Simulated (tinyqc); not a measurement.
# Threshold-voltage variability of a planar MOSFET, analytic estimates: effects of single changes

Three independent sources add in quadrature: random dopants in the depleted layer, metal-gate grains of two orientations, and roughness of the two gate edges acting through the roll-off VT = VT(long) - Vr exp(-L/l). These are first-order estimates: no three-dimensional electrostatics, no percolation.

Parameters, values chosen for the exercise; material values close to those of germanium: temperature T = 300 K; band gap Eg = 0.672 eV; relative permittivity of the semiconductor eps_r = 15.9; conduction-band density of states at T Nc = 1.02e19 cm^-3; valence-band density of states at T Nv = 5.96e18 cm^-3; channel doping Na = 4.4e18 cm^-3; oxide-equivalent thickness in inversion ti = 1.9 nm; gate length L = 65 nm; gate width W = 270 nm; metal grain size G = 10 nm; work-function difference of the two grain orientations dW = 0.15 eV; share of the orientation of higher work function p = 0.3; rms roughness of one gate edge De = 1.8 nm; correlation length of the roughness La = 10 nm; decay length of the threshold roll-off l = 15 nm; prefactor of the roll-off Vr = 1.8 V.

Constants: q = 1.602176634e-19 C, kB = 1.380649e-23 J/K, Vt = kB T/q, eps0 = 8.8541878128e-14 F/cm where lengths are in cm. Results are converted to the units shown.

Each table varies one quantity; the others keep the values above.

## Effect of the gate length

ni = sqrt(Nc Nv) exp(-Eg/(2 Vt)), Eg in volts; Cox = 3.9 eps0/ti; Wd = sqrt(4 eps0 eps_r Vt ln(Na/ni)/(q Na)); dopants: s1 = (q/Cox) sqrt(Na Wd/(3 L W)). Grains: Ng = L W/G^2 (at least 1), s2 = dW sqrt(p (1 - p)/Ng). Edges, with exponential correlation and u = W/La: the mean gate length has sL^2 = 2 De^2 (2/u)[1 - (1 - exp(-u))/u]; s3 = sL (Vr/l) exp(-L/l). s = sqrt(s1^2 + s2^2 + s3^2). l and Vr are held fixed.

Effect of the gate length:

| L (nm) | s1 (mV) | s2 (mV) | s3 (mV) | s (mV) | s sqrt(L W) (mV um) |
|---|---|---|---|---|---|
| 39 | 13.17 | 6.699 | 6.060 | 15.97 | 1.639 |
| 47 | 11.99 | 6.102 | 3.555 | 13.92 | 1.568 |
| 57 | 10.89 | 5.541 | 1.825 | 12.36 | 1.533 |
| 68 | 9.972 | 5.073 | 0.8766 | 11.22 | 1.521 |
| 82 | 9.081 | 4.620 | 0.3447 | 10.19 | 1.517 |
| 99 | 8.265 | 4.204 | 0.1110 | 9.273 | 1.516 |
| 120 | 7.507 | 3.819 | 0.02737 | 8.422 | 1.516 |
| 140 | 6.950 | 3.536 | 0.007214 | 7.798 | 1.516 |

As L goes from 39 to 140 nm, s falls from 16.0 to 7.80 mV. The dopants are the largest source in the first and the last row. The product s sqrt(L W) falls from 1.64 to 1.52 mV um: s1 and s2 go as 1/sqrt(L W), so the change comes from s3 alone.

## Effect of the metal grain size

Same model as above.

l and Vr are held fixed.

The same in every row: s1 (mV) = 10.200; s3 (mV) = 1.0707.

Results:

| G (nm) | s2 (mV) | s (mV) | s sqrt(L W) (mV um) |
|---|---|---|---|
| 2 | 1.0377 | 10.308 | 1.3656 |
| 5 | 2.5944 | 10.579 | 1.4014 |
| 7 | 3.6321 | 10.880 | 1.4413 |
| 10 | 5.1887 | 11.494 | 1.5226 |
| 14 | 7.2642 | 12.568 | 1.6649 |
| 20 | 10.377 | 14.590 | 1.9328 |

Estimate the missing row, G = 3 nm.

Computed row:

| G (nm) | s2 (mV) | s (mV) | s sqrt(L W) (mV um) |
|---|---|---|---|
| 3 | 1.5566 | 10.373 | 1.3742 |

With this row back in the table: As G goes from 2 to 20 nm, s rises from 10.3 to 14.6 mV. The largest source is the dopants in the first row and the grains in the last.

## Effect of the channel doping

Same model as above.

l and Vr are held fixed.

The same in every row: s2 (mV) = 5.189; s3 (mV) = 1.071.

Results:

| Na (cm^-3) | s1 (mV) | s (mV) | s sqrt(L W) (mV um) |
|---|---|---|---|
| 1.5e17 | 4.048 | 6.668 | 0.8833 |
| 2.6e17 | 4.714 | 7.092 | 0.9395 |
| 8.2e17 | 6.463 | 8.357 | 1.107 |
| 1.5e18 | 7.619 | 9.280 | 1.229 |
| 2.6e18 | 8.846 | 10.31 | 1.366 |
| 4.5e18 | 10.26 | 11.55 | 1.530 |
| 8e18 | 11.98 | 13.10 | 1.736 |

Estimate the missing row, Na = 4.7e17 cm^-3.

Computed row:

| Na (cm^-3) | s1 (mV) | s (mV) | s sqrt(L W) (mV um) |
|---|---|---|---|
| 4.7e17 | 5.549 | 7.672 | 1.016 |

With this row back in the table: As Na goes from 1.5e17 to 8e18 cm^-3, s rises from 6.67 to 13.1 mV. The largest source is the grains in the first row and the dopants in the last. s1 goes on average as Na^(0.27), near the 1/4 expected from Na Wd. At Na = 1.5e17 cm^-3 the depletion depth exceeds L, so source and drain share much of the charge and s1 is rough.

Numbers from tinyqc (`OMP_NUM_THREADS=1 python tinyqc.py 2090069 2090070 out.jsonl`; about 0.01 s on one thread of a shared Intel Xeon 2.30GHz).
